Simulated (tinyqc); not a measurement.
## Margin needed against array size

Cells fail independently with probability Q(k) = erfc(k/sqrt(2))/2 when the margin is k standard deviations, and Y = exp(-Nb Q(k)). phi = exp(-k^2/2)/sqrt(2 pi).  k solves Y = exp(-Nb Q(k)); the estimate is sqrt(2 ln(Nb/(-ln Y))).

Parameters, values chosen for the exercise:
```
symbol  value  unit       meaning
Y       0.965        wanted yield
```

Result of one run:

| allowed Q | k | estimate |
|---|---|---|
| 2.124e-9 | 5.874 | 6.320 |

Which number of cells Nb gave this result: 65536, 1048576, 16777216, 268435456 or 4294967296?

Nb = 16777216.

The whole series:

| Nb | allowed Q | k | estimate |
|---|---|---|---|
| 256 | 1.392e-4 | 3.635 | 4.214 |
| 4096 | 8.698e-6 | 4.296 | 4.828 |
| 65536 | 5.436e-7 | 4.875 | 5.371 |
| 1048576 | 3.398e-8 | 5.396 | 5.865 |
| 16777216 | 2.124e-9 | 5.874 | 6.320 |
| 268435456 | 1.327e-10 | 6.318 | 6.744 |
| 4294967296 | 8.295e-12 | 6.733 | 7.144 |

A 1.68e7-fold larger array raises k only from 3.63 to 6.73; the last factor of 16 costs 0.42 standard deviations. The estimate, which drops the factor 1/(k sqrt(2 pi)) of the tail, is 16 % above k in the first row and 6.1 % above it in the last.

Program tinyqc, `OMP_NUM_THREADS=1 python tinyqc.py 2090034 2090035 out.jsonl`; Intel Xeon 2.30GHz, shared host, one thread, about 0.01 s.
